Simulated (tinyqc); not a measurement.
## Trap and transport parameters from the curve

Problem. A layer shows an ohmic current q n0 mu V/L, then a square law (9/8) th eps0 eps_r mu V^2/L^3 above Vx = 8 q n0 L^2/(9 th eps0 eps_r), and trap filling at V_TFL = q Nt L^2/(2 eps0 eps_r). th = y/(1 + y), y = (Nc/Nt) exp(-Et/kB T). The square-law current at V is given. Find th, n0, Nt and Et.

Inputs (values chosen for the exercise):
- T = 350 K (temperature)
- eps_r = 23.4 (relative permittivity)
- mu = 0.00014 cm^2/(V s) (mobility)
- L = 220 nm (thickness)
- Nc = 1.3e19 cm^-3 (band density of states)
- V = 7.4 V (voltage)

Constants: q = 1.602176634e-19 C, kB = 1.380649e-23 J/K, Vt = kB T/q, eps0 = 8.8541878128e-14 F/cm where lengths are in cm. Results are converted to the units shown.

Mott-Gurney J = 9.4915172e-4 A/cm^2
Vx = 0.36469956 V
V_TFL = 20.585142 V

Solution. The square law gives th, Vx gives n0, V_TFL gives Nt, and th with Nt gives Et.

th = 5.66e-4
n0 = 6.20e12 cm^-3
Nt = 1.10e18 cm^-3
Et = 0.300 eV

tinyqc, about 0.01 s, one thread, Intel Xeon 2.30GHz (shared host): `OMP_NUM_THREADS=1 python tinyqc.py 2370026 2370027 out.jsonl`
